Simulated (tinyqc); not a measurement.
Ionisation constants from two fields.

Problem. alpha_n = an exp(-bn/E). Find bn and an.

alpha_n at 1910 and 3070 kV/cm (1/cm): 17.129252  9428.3730

Answer. ln alpha is a straight line in 1/E with slope -bn and intercept ln an.

bn = 3.190e7 V/cm
an = 3.070e8 1/cm

tinyqc, about 0.06 s, one thread, Intel Xeon 2.30GHz (shared host): `OMP_NUM_THREADS=1 python tinyqc.py 2120010 2120011 out.jsonl`
